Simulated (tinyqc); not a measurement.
Thermal stress, cracking, delamination and buckling of a thin film; Griffith cracks and misfitting inclusions. From fracture stress, inner crack back to substrate surface energy gamma_s. Computed by tinyqc, a small Python program. Command: `OMP_NUM_THREADS=1 python tinyqc.py 3027573 3027574 out.jsonl filmcrack inv`. One thread of a shared host (Intel(R) Xeon(R) Processor @ 2.30GHz), about 0.07 s of CPU time with the checks.

Isotropic linear elasticity; the substrate is much thicker than the film; stress is positive in tension.

Inputs (values chosen for the exercise, modelled on an aluminium film on silicon): substrate Young's modulus E_s = 160 GPa; substrate Poisson ratio nu_s = 0.26; flaw half length a = 25 micrometre.

Method. Through crack of length 2a in plane strain: K_Ic = sqrt(2 gamma_s E_s/(1 - nu_s^2)); fracture stress = K_Ic/sqrt(pi a). An edge crack of depth a has K larger by 1.1215.

Task: A run gave the result below. Find the substrate surface energy gamma_s, known to lie between 1.4 and 3.9 J/m^2.

fracture stress, inner crack = 94.11434 MPa

Result:

Each step takes the trial c = (a f_b - b f_a)/(f_b - f_a), f being the result less the target and a, b, c the logarithms of the listed values; c replaces end b, the old b replaces a if the sign of f changed, and otherwise f_a is halved.

Scan of the range:
```
substrate surface energy gamma_s (J/m^2),"fracture stress, inner crack (MPa)"
1.40,78.216
1.66,85.169
1.97,92.782
2.34,101.120
2.77,110.019
3.29,119.902
3.90,130.545
```

False position (Illinois rule, in the logarithm of the input) inside the bracket:
```
step,end a,end b,trial,"fracture stress, inner crack (MPa)"
1,1.97000,2.34000,2.02495,94.0666
2,2.34000,2.02495,2.02693,94.1126
3,2.34000,2.02693,2.02707,94.1159
4,2.02693,2.02707,2.02700,94.1143
```

Fracture stress, inner crack rises at every point of a 13-point scan of the range (every second point is shown), so one value fits; it is bracketed by 1.97 and 2.34. The scan shows a pure power law with exponent 0.5000, so scaling from any one row also gives the answer directly. Answer: substrate surface energy gamma_s = 2.027 J/m^2.
